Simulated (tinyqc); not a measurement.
Interface traps from C-V curves, high-low and Terman methods: one step of the calculation.

MOS capacitor on an n-type substrate; psi is the band bending, negative in depletion; only majority carriers are counted. At the bending psi the Fermi level lies y = xi - psi below the conduction edge at the surface, xi = Vt ln(Nc/Nd). Dit(y) = D0 + D1 exp(-y/E1); traps fill up to the Fermi level, follow the bias and a slow signal, and do not follow a fast one. V is the gate voltage from flat band.

Problem. The curves. Cox = 3.9 eps0/EOT, LD = sqrt(eps0 eps_r Vt/(q Nd)), u = psi/Vt, Cd = (eps0 eps_r/(sqrt(2) LD)) |exp(u) - 1|/sqrt(exp(u) - u - 1). Ideal V0 = psi - sqrt(2) (eps0 eps_r Vt/LD) sqrt(exp(u) - u - 1)/Cox for psi < 0; the traps add dV = (q/Cox) times the integral of Dit from 0 to psi = (q/Cox) [D0 psi + D1 E1 exp(-xi/E1) (exp(psi/E1) - 1)]. 1/C_HF = 1/Cox + 1/Cd, 1/C_LF = 1/Cox + 1/(Cd + q Dit). Take n equally spaced psi from pa to pb.

Inputs (values chosen for the exercise); band and dielectric values close to those of silicon: temperature T = 200 K; relative permittivity eps_r = 11.9; conduction-band density of states at T Nc = 1.5e19 cm^-3; donor density Nd = 3.3e15 cm^-3; equivalent oxide thickness EOT = 29 nm; trap density far from the band edge D0 = 2.3e12 cm^-2 eV^-1; band-tail density at the conduction edge D1 = 1.6e13 cm^-2 eV^-1; decay energy of the tail E1 = 0.11 eV; points n = 9; deepest band bending pa = -0.64 V; shallowest band bending pb = -0.026 V.

Constants: q = 1.602176634e-19 C, kB = 1.380649e-23 J/K, Vt = kB T/q, eps0 = 8.8541878128e-14 F/cm where lengths are in cm. Results are converted to the units shown.

Wanted: psi; y; Dit; V0; V; C_HF; C_LF; Cox.

Solution.

| point | psi (V) | y (eV) | Dit (cm^-2 eV^-1) | V0 (V) | V (V) | C_HF (nF/cm^2) | C_LF (nF/cm^2) |
|---|---|---|---|---|---|---|---|
| 0 | -0.6400 | 0.7851 | 2.313e12 | -0.8612 | -3.473 | 17.96 | 91.31 |
| 1 | -0.5633 | 0.7084 | 2.326e12 | -0.7704 | -3.143 | 18.99 | 91.50 |
| 2 | -0.4865 | 0.6316 | 2.351e12 | -0.6785 | -2.809 | 20.23 | 91.82 |
| 3 | -0.4098 | 0.5549 | 2.403e12 | -0.5854 | -2.471 | 21.77 | 92.36 |
| 4 | -0.3330 | 0.4781 | 2.507e12 | -0.4905 | -2.123 | 23.77 | 93.32 |
| 5 | -0.2562 | 0.4014 | 2.716e12 | -0.3933 | -1.758 | 26.53 | 94.98 |
| 6 | -0.1795 | 0.3246 | 3.136e12 | -0.2924 | -1.357 | 30.74 | 97.69 |
| 7 | -0.1027 | 0.2479 | 3.980e12 | -0.1847 | -0.887 | 38.51 | 101.6 |
| 8 | -0.0260 | 0.1711 | 5.676e12 | -0.0574 | -0.271 | 58.73 | 106.7 |

Cox = 119.1 nF/cm^2

At the deepest bending the traps stretch the gate voltage from -0.861 to -3.47 V.

Range of the model: Traps more than about 25 kB T below the conduction edge emit electrons too slowly to follow an ordinary sweep, so the deepest points are idealised.

Numbers from tinyqc (`OMP_NUM_THREADS=1 python tinyqc.py 2030058 2030059 out.jsonl`; about 0.01 s on one thread of a shared Intel Xeon 2.30GHz).
